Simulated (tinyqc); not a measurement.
The same inclusion in several hosts: polytypes by hexagonality, and a cubic inclusion as a quantum well.

Gap: E3 + (Es - E3) h/hs for h up to hs, then linear from Es to E2 at h = 1. Valence top Ev2 h and polarisation P2 h, both counted from 3C; Ec = Ev + gap.

Constants: hbar^2/2m0 = 3.80998211 eV angstrom^2.

Parameters, chosen for this exercise (of the order of those of SiC; shifted at random, so the results belong to these values and not to a real crystal): E3 = 2.408 eV (gap of the cubic polytype); E2 = 3.353 eV (gap of 2H); Ev2 = 0.107 eV (valence top of 2H above that of 3C); P2 = -0.0449 C/m^2 (spontaneous polarisation of 2H); Es = 3.279 eV (gap at the hexagonality hs); hs = 0.5 (hexagonality up to which the first line holds); m = (0.308, 0.314) m0 (electron mass along c in the cubic layer and in the host); d = 2.517 angstrom (thickness of a double layer); eps = 9.8 (dielectric constant); N = 5 (double layers in the cubic inclusion).

h from the stacking: 8H 1/4, 6H 1/3, 15R 2/5, 4H 1/2, 9R 2/3, 2H 1. V = Ec(host) - Ec(3C); square-well level from k tan(k L/2) = (m_w/m_b) q, k = sqrt(m_w E/c), q = sqrt(m_b (V - E)/c), L = N d; |F| = |P|/(eps eps0), eps0 = 8.8541878e-12 F/m.

Results:
```
host      h  gap (eV)  V (eV)  depth (eV)  |F| (MV/cm)
8H    0.250     2.844   0.462       0.251         1.29
6H    0.333     2.989   0.616       0.372         1.72
15R   0.400     3.105   0.740       0.474         2.07
4H    0.500     3.279   0.924       0.632         2.59
9R    0.667     3.304   0.967       0.669         3.45
2H    1.000     3.353   1.052       0.743         5.17
```

What can be read from this table?

From 8H to 4H the well deepens by a factor of 2.00 and the bound level by 2.52, between the limits of a wide well (as V) and a thin one (as V^2); in 4H the level keeps 68 % of V; from 4H to 2H the gap gains only 74 meV while the field doubles. The depths leave the field out, although its drop |F| L reaches 651 meV in 2H.

Computed by tinyqc, a small Python program: `OMP_NUM_THREADS=1 python tinyqc.py 1881146 1881147 out.jsonl` (the numbers bound the seed that draws the inputs); one thread of a shared host (Intel(R) Xeon(R) Processor @ 2.30GHz), about 0.04 s for the whole set of steps.
